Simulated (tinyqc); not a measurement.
Transmission spectrum against simple models: phonon transmission through an interface between two chains by Green functions. Computed by tinyqc, a small Python program. Command: `OMP_NUM_THREADS=1 python tinyqc.py 3023534 3023535 out.jsonl agf walk`. One thread of a shared host (Intel(R) Xeon(R) Processor @ 2.30GHz), about 0.01 s of CPU time with the checks.

Two semi-infinite chains (masses m_1, m_2; springs k_1, k_2), motion along the chain. The central region holds the end atom of each chain and one interlayer atom of mass m_b, joined by springs k_b. lambda = omega^2 in eV/(angstrom^2 u); nu = 15.6333042 THz x sqrt(lambda).

Inputs (values chosen for the exercise, for two model chains):
```
quantity                          value           unit
mass m_1                           72.6              u
spring k_1                         4.35  eV/angstrom^2
mass m_2                           31.4              u
spring k_2                         6.79  eV/angstrom^2
junction spring k_b                4.57  eV/angstrom^2
interlayer mass m_b                67.8              u
probe frequency / lower band top    0.5              -
```

Atoms in the interlayer: one.

Constants: nu for 1 eV/(angstrom^2 u) = 15.6333042 THz.

Method:
- nu_max = 15.6333042 THz x 2 sqrt(k/m); impedance Z = sqrt(k m); long-wave transmission 4 Z_1 Z_2/(Z_1 + Z_2)^2; the probe frequency is the given share of the lower band top.
- In chain i, sin(q_i a/2) = nu/nu_max,i. An outgoing wave makes the next atom move as exp(i q_i a) times the end atom, so the lead adds the self-energy Sigma_i = -k_i exp(i q_i a) to the force-constant matrix; Gamma_i = -2 Im Sigma_i = 2 k_i sin(q_i a).
- A = lambda M - K - Sigma over the central atoms, with K_ii the sum of the springs at i, K_(i,i+1) = -k_b; G = inverse of A; transmission = Gamma_1 Gamma_2 |G_(first,last)|^2.
- Long-wave value 4 Z_1 Z_2/(Z_1 + Z_2)^2. Continuum estimate, with omega = sqrt(lambda): a slab of impedance Z_b = sqrt(k_b m_b) and phase p = omega x (number of interlayer atoms) x sqrt(m_b/k_b), tau = 4 Z_1 Z_2/[(Z_1 + Z_2)^2 cos^2 p + (Z_b + Z_1 Z_2/Z_b)^2 sin^2 p].

band top of chain 1 = 7.65345 THz

band top of chain 2 = 14.5395 THz

long-wave transmission = 0.990414

Z_1 = 17.7710 sqrt(eV u)/angstrom

Z_2 = 14.6016 sqrt(eV u)/angstrom

Transmission:
```
nu/nu_top  nu (THz)  Green function  long-wave value  continuum estimate
0.05         0.3827         0.99025          0.99041             0.99043
0.15         1.1480         0.98894          0.99041             0.99055
0.25         1.9134         0.98612          0.99041             0.99078
0.35         2.6787         0.98154          0.99041             0.99108
0.45         3.4441         0.97492          0.99041             0.99141
0.55         4.2094         0.96625          0.99041             0.99172
0.65         4.9747         0.95603          0.99041             0.99197
0.75         5.7401         0.94542          0.99041             0.99213
0.85         6.5054         0.93471          0.99041             0.99217
0.92         7.0412         0.91672          0.99041             0.99213
0.98         7.5004         0.78618          0.99041             0.99204
```

The transmission starts at the impedance value 0.990 and vanishes at the lower band top, 7.65 THz, above which chain 1 has no states. It keeps more than half of that value over all rows. The continuum estimate is within 0.05 up to nu/nu_top = 0.75; it leaves out dispersion, and it puts the faces of the slab half a spring from its outer atoms.
